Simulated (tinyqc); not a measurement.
# Worked calculation: a finite superlattice with mass mismatch, transfer matrices

Numbers from tinyqc (`OMP_NUM_THREADS=1 python tinyqc.py 2560128 2560129 out.jsonl`; about 0.01 s on one thread of a shared Intel Xeon 2.30GHz). Printed values are rounded.

One electron of energy E comes from the left lead (band edge 0); no transverse momentum. Parabolic bands, masses in units of m0, C = hbar^2/(2 m0); psi and psi'/m are continuous at every interface. N periods of a barrier d1 followed by a well Lw; the right lead equals the left one.

Inputs (values chosen for the exercise); masses and offsets of a made-up heterostructure: mass in the left lead mL = 0.18 m0; barrier height U1 = 0.75 eV; barrier mass m1 = 0.31 m0; barrier width d1 = 0.6 nm; well width (edge 0, mass mL) Lw = 3.1 nm; number of periods N = 2; electron energy E = 0.302 eV.

Constants: q = 1.602176634e-19 C, hbar = 1.054571817e-34 J s, m0 = 9.1093837015e-31 kg, hbar^2/(2 m0) = 0.0380998212 eV nm^2. Results are converted to the units shown.

Range of the model: Masses are held fixed, although real bands cease to be parabolic a few tenths of an eV from their edges (inside a barrier too). Layers thinner than about 0.8 nm hold only a few atomic planes, where an effective mass is a rough description.

## Wave numbers

k = sqrt(m (E - U)/C) where E > U, K = sqrt(m (U - E)/C) where E < U; v = k/m in the leads.

Layers:
```
   U (eV)  m (m0)  d (nm)  k or K (1/nm)  which
1    0.75    0.31     0.6       1.909231      K
2       0    0.18     3.1       1.194478      k
```

vL = 6.635990 1/nm
vR = 6.635990 1/nm

## Matrices of the layers

For the pair (psi, psi'/m) a flat layer has M = [[cos kd, (m/k) sin kd], [-(k/m) sin kd, cos kd]] with k = sqrt(m (E - U)/C) above its edge U, and M = [[cosh Kd, (m/K) sinh Kd], [(K/m) sinh Kd, cosh Kd]] with K = sqrt(m (U - E)/C) below it. M12 is in nm, M21 in 1/nm.

M of layer 1:
```
          1          2
1  1.731093  0.2294341
2  8.702645   1.731093
```

M of layer 2:
```
            1            2
1  -0.8465692  -0.08021089
2    3.532196   -0.8465692
```

## Product of the matrices

The matrix of the later layer stands to the left: M = M_n ... M_2 M_1; det M = 1.

M of one period:
```
           1           2
1  -2.163537  -0.3330843
2  -1.252830  -0.6550839
```

## N periods by the Chebyshev identity

x = (M11 + M22)/2 of one period. For |x| < 1 the energy lies in a miniband and cos(th) = x; for |x| > 1 it lies in a gap and cosh(g) = |x|. M^N = U_(N-1)(x) M - U_(N-2)(x) 1, with U_n = sin((n + 1) th)/sin th in a band and sign(x)^n sinh((n + 1) g)/sinh g in a gap.

x = -1.409310
g = 0.8764534
U_(N-1) = -2.818621
U_(N-2) = 1

M^N:
```
          1          2
1  5.098191  0.9388385
2  3.531254  0.8464330
```

The energy lies in a gap: for large N each further period divides T(E) by exp(2 g) = 5.77.

## Transmission and reflection

The matrix M carries (psi, psi'/m) across the stack, and v = k/m in each lead. psi = 1 + r at the left edge (incident amplitude 1) and t at the right edge. With det M = 1, a = i vR M11 - M21 and b = -vL vR M12 - i vL M22: t = 2 i vL/(a - b), r = -(a + b)/(a - b), T(E) = (vR/vL) |t|^2, R(E) = |r|^2.

t = 0.1753432+0.1680683i
r = 0.1955025-0.9501508i
T(E) = 0.05899218
R(E) = 0.9410078

T(E) + R(E) = 1: the current is conserved.
